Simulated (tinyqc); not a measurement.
Millisecond and nanosecond annealing: surface heating, thermal budget and solid-phase regrowth: one step, computed by the program tinyqc. Command: `OMP_NUM_THREADS=1 python tinyqc.py 3003527 3003528 out.jsonl flash walk`. One thread of a shared host (Intel(R) Xeon(R) Processor @ 2.30GHz), about 0.01 s of CPU time with the checks.

A square pulse heats the surface of a thick wafer with constant thermal properties; losses by radiation are neglected and silicon melts at 1414 C.

Question. Thermal budget. Absorbed flux q = (1 - R) fluence/t_p; kappa = k/c. With f(z, t) = (2 q/k) sqrt(kappa t) ierfc(z/(2 sqrt(kappa t))), ierfc(x) = exp(-x^2)/sqrt(pi) - x erfc(x): T = T0 + f(z, t) during the pulse and T0 + f(z, t) - f(z, t - t_p) after it. Temperatures in kelvin are T(C) + 273.15. Integrate exp(-E/(k_B T(t))) at the surface from 0 to 10 t_p (Gauss-Legendre, 60 points in sqrt(t) up to t_p and 60 in sqrt(t - t_p) after it). (Dt) = D0 x integral with E; regrowth = v0 x integral with E_v; effective time = integral/exp(-E/(k_B T_peak)).

Inputs (values chosen for the exercise, modelled on hot silicon with boron):

| quantity | value | unit |
|---|---|---|
| incident fluence | 9.17 | J/cm^2 |
| pulse length t_p | 0.0003 | s |
| reflectance R | 0.46 | - |
| thermal conductivity k | 0.23 | W/(cm K) |
| heat capacity per volume c | 2.11 | J/(cm^3 K) |
| preheat temperature T0 | 700 | C |
| dopant prefactor D0 | 1.12 | cm^2/s |
| dopant activation energy E | 3.53 | eV |
| regrowth prefactor v0 | 4e+08 | cm/s |
| regrowth energy E_v | 2.68 | eV |
| amorphous layer | 54 | nm |

Source: scanned laser.

peak temperature = 1163.076 C

Constants: k_B = 8.617333262e-05 eV/K.

Give: budget (Dt); diffusion length 2 sqrt(Dt); effective time over t_p; possible regrowth.

Answer.

budget (Dt) = 2.953e-17 cm^2

diffusion length 2 sqrt(Dt) = 0.1087 nm

effective time over t_p = 0.2142

possible regrowth = 138.4 nm

Caution: equilibrium diffusivities are used; implant damage enhances diffusion, and k and c vary with temperature. Caution: the peak lies above 1150 C, and amorphous silicon melts some 200 to 250 K below the crystal, so a layer that has not regrown before the peak may melt instead. Caution: at this preheat temperature the layer would already regrow within five seconds or less before the pulse. Caution: a diffusion length below the atomic spacing of 0.235 nm means about one jump per atom or fewer, so the profile does not change measurably.
